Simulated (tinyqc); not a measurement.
Resistance of a tapered via with liner, size effect and interface: one step of the calculation.

A round via whose diameter grows from db at the bottom as D(z) = db + 2 z/tan(ang). The fill, of diameter D - 2 tl, starts above the bottom liner (thickness fb tl) and has rho = rho0 (1 + ks lam/(D - 2 tl)); the sidewall liner conducts in parallel with it. The bottom liner and the interface are crossed over the full area pi db^2/4. Spreading in the lines above and below is left out.

Question. Total resistance. R_fill = sum of the slices; R_bottom = rl fb tl/(pi db^2/4); R_interface = ri/(pi db^2/4); ballistic (Sharvin) limit 1/(Sb pi (db - 2 tl)^2/4); ideal cylinder rho0 hv/(pi db^2/4).

Inputs (values chosen for the exercise); fill metal close to tungsten:
```
symbol    value      unit                                               meaning
db           53        nm                                diameter at the bottom
hv          130        nm                                                height
rho0       5.19   uohm cm                          bulk resistivity of the fill
tl            2        nm                                 liner on the sidewall
fb            1                   liner at the bottom over that on the sidewall
rl          170   uohm cm                              resistivity of the liner
ri      7.3e-12  ohm cm^2                   interface resistivity at the bottom
Sb       9.1e14     S/m^2  ballistic conductance per area, about 3/(4 rho0 lam)
```

| slice | slice resistance (ohm) |
|---|---|
| 0 | 0.46671243 |
| 1 | 0.43948158 |
| 2 | 0.41453519 |
| 3 | 0.39162727 |
| 4 | 0.37054379 |
| 5 | 0.35109790 |
| 6 | 0.33312587 |
| 7 | 0.31648377 |
| 8 | 0.30104472 |
| 9 | 0.28669648 |

Wanted: parts; R; shares; ballistic limit; ideal cylinder.

Answer.

parts (ohm): fill 3.671, bottom liner 1.541, interface 0.3309
R = 5.543 ohm
shares (%): fill 66.23, bottom liner 27.80, interface 5.97
ballistic limit = 0.5827 ohm
ideal cylinder = 3.058 ohm

The fill is the largest part, and R is 1.81 times the ideal cylinder. With 2000 slices R = 5.5440 ohm.

Computed by the program tinyqc: `OMP_NUM_THREADS=1 python tinyqc.py 2750205 2750206 out.jsonl`, one thread of a shared Intel Xeon 2.30GHz, about 0.01 s for the whole run.
